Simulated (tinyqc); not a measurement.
# A double barrier with mass mismatch, transfer matrices, step by step

Numbers from tinyqc (`OMP_NUM_THREADS=1 python tinyqc.py 2560126 2560127 out.jsonl`; about 0.1 s on one thread of a shared Intel Xeon 2.30GHz). Printed values are rounded.

One electron of energy E comes from the left lead (band edge 0); no transverse momentum. Parabolic bands, masses in units of m0, C = hbar^2/(2 m0); psi and psi'/m are continuous at every interface. Barrier d1, well Lw, barrier d2; the right lead equals the left one.

Values chosen for this exercise; masses and offsets close to those of InGaAs wells and InAlAs barriers: mass in the left lead mL = 0.041 m0; barrier height U1 = 0.51 eV; barrier mass m1 = 0.077 m0; width of the first barrier d1 = 1.8 nm; well width (edge 0, mass mL) Lw = 3.4 nm; width of the second barrier d2 = 1.8 nm; electron energy E = 0.319 eV.

Constants: q = 1.602176634e-19 C, hbar = 1.054571817e-34 J s, m0 = 9.1093837015e-31 kg, hbar^2/(2 m0) = 0.0380998212 eV nm^2. Results are converted to the units shown.

Range of the model: Masses are held fixed, although real bands cease to be parabolic a few tenths of an eV from their edges (inside a barrier too).

## Wave numbers

k = sqrt(m (E - U)/C) where E > U, K = sqrt(m (U - E)/C) where E < U; v = k/m in the leads.

Layers:
```
   U (eV)  m (m0)  d (nm)  k or K (1/nm)  which
1    0.51   0.077     1.8       0.621299      K
2       0   0.041     3.4       0.585903      k
3    0.51   0.077     1.8       0.621299      K
```

vL = 14.2903 1/nm
vR = 14.2903 1/nm

## Matrices of the layers

For the pair (psi, psi'/m) a flat layer has M = [[cos kd, (m/k) sin kd], [-(k/m) sin kd, cos kd]] with k = sqrt(m (E - U)/C) above its edge U, and M = [[cosh Kd, (m/K) sinh Kd], [(K/m) sinh Kd, cosh Kd]] with K = sqrt(m (U - E)/C) below it. M12 is in nm, M21 in 1/nm.

M of layer 1:
```
         1         2
1  1.69329  0.169352
2  11.0258   1.69329
```

M of layer 2:
```
           1          2
1  -0.408924  0.0638592
2   -13.0409  -0.408924
```

M of layer 3:
```
         1         2
1  1.69329  0.169352
2  11.0258   1.69329
```

## Product of the matrices

The matrix of the later layer stands to the left: M = M_n ... M_2 M_1; det M = 1.

M:
```
          1          2
1  -4.48344  -0.425443
2  -44.8973   -4.48344
```

## Transmission and reflection

The matrix M carries (psi, psi'/m) across the stack, and v = k/m in each lead. psi = 1 + r at the left edge (incident amplitude 1) and t at the right edge. With det M = 1, a = i vR M11 - M21 and b = -vL vR M12 - i vL M22: t = 2 i vL/(a - b), r = -(a + b)/(a - b), T(E) = (vR/vL) |t|^2, R(E) = |r|^2.

t = -0.201421-0.065994i
r = 0.304281-0.928702i
T(E) = 0.0449255
R(E) = 0.955075

T(E) + R(E) = 1: the current is conserved.
